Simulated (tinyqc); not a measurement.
# Via and link resistance from two via chains

Inverse problem. A chain of 2000 vias joined by 2000 metal links has R = 2000 (Rv + Rlink), with Rlink proportional to the link length. Find Rv, Rlink for length L, and the value of Rv that the short chain would give if the links were ignored.

resistance of chains of 2000 links with link lengths L and 3 L (ohm): [94000, 98000]

Answer. R per link is a straight line in the link length; its intercept at zero length is Rv.

Rv = 46.00 ohm
Rlink = 1.000 ohm
Rv without correction = 47.00 ohm

Computed by the program tinyqc: `OMP_NUM_THREADS=1 python tinyqc.py 2750089 2750090 out.jsonl`, one thread of a shared Intel Xeon 2.30GHz, about 0.01 s for the whole run.
